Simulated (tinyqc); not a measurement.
Polytypes by hexagonality, and a cubic inclusion as a quantum well: one step. Hexagonality. Five cases, with inputs chosen for the exercise.

Question. Give the h/k string and h of each.

A layer is h if its two neighbours in the periodic sequence sit on the same site, k otherwise; the hexagonality h is the share of h layers.

Give: Hexagonality.

Case 1.

Stacking sequences:

| polytype | sequence |
|---|---|
| 6H | ABCACB |
| 2H | AB |
| 10H | ABCABCBACB |
| 3C | ABC |
| 21R | ABCACBACABCBACBCABACB |

Answer.

Hexagonality:

| polytype | h/k string | h |
|---|---|---|
| 6H | hkkhkk | 0.3333 |
| 2H | hh | 1.0000 |
| 10H | hkkkkhkkkk | 0.2000 |
| 3C | kkk | 0.0000 |
| 21R | hkkhkkkhkkhkkkhkkhkkk | 0.2857 |

Case 2.

Stacking sequences:

| polytype | sequence |
|---|---|
| 3C | ABC |
| 4H | ABCB |
| 15R | ABCACBCABACABCB |
| 21R | ABCACBACABCBACBCABACB |
| 6H | ABCACB |

Answer.

Hexagonality:

| polytype | h/k string | h |
|---|---|---|
| 3C | kkk | 0.0000 |
| 4H | hkhk | 0.5000 |
| 15R | hkkhkhkkhkhkkhk | 0.4000 |
| 21R | hkkhkkkhkkhkkkhkkhkkk | 0.2857 |
| 6H | hkkhkk | 0.3333 |

Case 3.

Stacking sequences:

| polytype | sequence |
|---|---|
| 6H | ABCACB |
| 2H | AB |
| 3C | ABC |
| 8H | ABCABACB |
| 4H | ABCB |

Answer.

Hexagonality:

| polytype | h/k string | h |
|---|---|---|
| 6H | hkkhkk | 0.3333 |
| 2H | hh | 1.0000 |
| 3C | kkk | 0.0000 |
| 8H | hkkkhkkk | 0.2500 |
| 4H | hkhk | 0.5000 |

Case 4.

Stacking sequences:

| polytype | sequence |
|---|---|
| 2H | AB |
| 4H | ABCB |
| 10H | ABCABCBACB |
| 21R | ABCACBACABCBACBCABACB |
| 15R | ABCACBCABACABCB |

Answer.

Hexagonality:

| polytype | h/k string | h |
|---|---|---|
| 2H | hh | 1.0000 |
| 4H | hkhk | 0.5000 |
| 10H | hkkkkhkkkk | 0.2000 |
| 21R | hkkhkkkhkkhkkkhkkhkkk | 0.2857 |
| 15R | hkkhkhkkhkhkkhk | 0.4000 |

Case 5.

Stacking sequences:

| polytype | sequence |
|---|---|
| 15R | ABCACBCABACABCB |
| 4H | ABCB |
| 2H | AB |
| 21R | ABCACBACABCBACBCABACB |
| 8H | ABCABACB |

Answer.

Hexagonality:

| polytype | h/k string | h |
|---|---|---|
| 15R | hkkhkhkkhkhkkhk | 0.4000 |
| 4H | hkhk | 0.5000 |
| 2H | hh | 1.0000 |
| 21R | hkkhkkkhkkhkkkhkkhkkk | 0.2857 |
| 8H | hkkkhkkk | 0.2500 |

Computed by tinyqc, one run a case: `OMP_NUM_THREADS=1 python tinyqc.py N N+1 out.jsonl` with N = 1850043, 1850083, 1850204, 1850212, 1850225; one thread of a shared Intel(R) Xeon(R) Processor @ 2.30GHz, about 0.08 s a run at most.
